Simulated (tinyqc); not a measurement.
Time-domain thermoreflectance: layered heat flow under a modulated pulse train, and what the signal ratio measures: one step, computed by the program tinyqc. Command: `OMP_NUM_THREADS=1 python tinyqc.py 3112347 3112348 out.jsonl tdtr walk`. One thread of a shared host (Intel(R) Xeon(R) Processor @ 2.30GHz), about 0.1 s of CPU time with the checks.

Pulses repeat at 80 MHz; heat is laid down at the surface, all layers are isotropic.

Question. Length and time scales. Penetration depth sqrt(kappa/(pi f C)); effusivity sqrt(kappa C); cooling time of the metal d C_m/G; Kapitza length kappa/G.

Inputs (values chosen for the exercise, modelled on aluminium on beta-Ga2O3):
```
quantity                                value        unit
metal thickness d                         100          nm
metal heat capacity                      2.42  MJ/(m^3 K)
boundary conductance G under the metal     52  MW/(m^2 K)
substrate conductivity kappa             16.1     W/(m K)
substrate heat capacity C                3.28  MJ/(m^3 K)
modulation frequency f                     12         MHz
spot radius w (1/e^2, pump and probe)     3.5  micrometre
```

Stack: metal, substrate.

Give: penetration depth; effusivity; cooling time of the metal; Kapitza length; depth over spot radius.

Answer.

penetration depth = 0.3608 micrometre

effusivity = 7267 W s^(1/2)/(m^2 K)

cooling time of the metal = 4654 ps

Kapitza length = 309.6 nm

depth over spot radius = 0.1031
